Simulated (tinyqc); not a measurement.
Character of the line: straight dislocations in isotropic elasticity: fields, energies, partials, Peierls stress and walls. Computed by tinyqc, a small Python program. Command: `OMP_NUM_THREADS=1 python tinyqc.py 3024655 3024656 out.jsonl disloc walk`. One thread of a shared host (Intel(R) Xeon(R) Processor @ 2.30GHz), about 0.01 s of CPU time with the checks.

The line runs along z, the glide plane is y = 0, and beta is the angle between b and the line (0 screw, 90 degrees edge): b_e = b sin(beta) along +x with the extra half plane at y > 0, b_s = b cos(beta). Stress is positive in tension.

Inputs (values chosen for the exercise, modelled on gold):
```
quantity,value,unit
shear modulus G,26.1,GPa
Poisson ratio nu,0.436,-
Burgers vector b,2.884,angstrom
stacking-fault energy gamma,36.2,mJ/m^2
dislocation density rho,2.5e+14,1/m^2
core radius r0/b,0.5,-
```

Character: edge.

Constants: 1 eV/angstrom^3 = 160.2176634 GPa.

Method:
- Energy factor K = G [cos^2(beta) + sin^2(beta)/(1 - nu)].
- E = K b^2/(4 pi) ln(R/r0) with R = 1/(2 sqrt(rho)); tension T = E + d^2E/d(beta)^2 = G b^2 [1 + nu - 3 nu sin^2(beta)]/(4 pi (1 - nu)) ln(R/r0). The core energy is taken into r0.
- Shockley partials have b_p = b/sqrt(3) at the angles beta -/+ 30 degrees; their repulsion balances the fault at d = G b_p^2/(8 pi gamma) (2 - nu)/(1 - nu) [1 - 2 nu cos(2 beta)/(2 - nu)].
- E = K b^2/(4 pi) ln(R/r0); T = G b^2 [1 + nu - 3 nu sin^2(beta)]/(4 pi (1 - nu)) ln(R/r0).

ln(R/r0) = 5.39043

From screw to edge:
```
beta (degrees),K (GPa),E (eV/nm),T (eV/nm),d (nm)
0,26.100,5.812,14.798,0.9759
15,27.452,6.113,13.895,1.1406
30,31.144,6.935,11.428,1.5907
45,36.188,8.059,8.059,2.2056
60,41.232,9.182,4.689,2.8204
75,44.925,10.004,2.222,3.2705
90,46.277,10.305,1.319,3.4353
```

What does the comparison show, and why?

The edge costs 1/(1 - nu) = 1.773 times the screw in energy, yet its tension is only (1 - 2 nu)/(1 + nu) = 0.089 of the screw value, so loops under stress are elongated along b. The edge splits 3.52 times as widely, (2 + nu)/(2 - 3 nu), since there the larger, edge parts of the partials repel with the factor 1/(1 - nu) and the small screw parts attract, while in the screw the roles are exchanged.
